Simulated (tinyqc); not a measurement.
A ladder of methods, and size consistency: correlation methods against full CI in the sto-6g basis, for H2, spin multiplicity 1. Computed by the program tinyqc with PySCF. All electrons correlated; +Q is the Davidson correction (1 - c0^2) E_corr. The last columns treat two copies 100 angstrom apart as one system. FCI is the lowest singlet.

Geometry (angstrom):
```
atom,x,y,z
H,0.0000,0.0000,0.0000
H,0.0000,0.0000,0.7370
```

RHF energy of one = -1.125531 hartree

Correlation energies (hartree):
```
method,E_corr of one,share of FCI (%),E_corr of two at 100 angstrom,two minus twice one (mhartree)
MP2,-0.01310,64.091,-0.02620,0.000
CISD,-0.02044,100.000,-0.04037,0.500
CISD+Q,-0.02069,101.254,-0.04135,0.036
CCSD,-0.02044,100.000,-0.04087,0.000
CCSD(T),-0.02044,100.000,-0.04087,0.000
FCI,-0.02044,100.000,-,-
```

What does the comparison show, and why?

MP2 recovers 64 %, CISD 100.0 % and CCSD 100.0 % of the FCI value (c0^2 = 0.987 in CISD). MP2 and coupled cluster are size consistent, so their last column vanishes; CISD loses 0.50 mhartree, since a double excitation on each copy is a quadruple of the pair, and the Davidson correction leaves +0.04. With two electrons, or one virtual orbital, CISD and CCSD are exact for one copy, so +Q overshoots there.
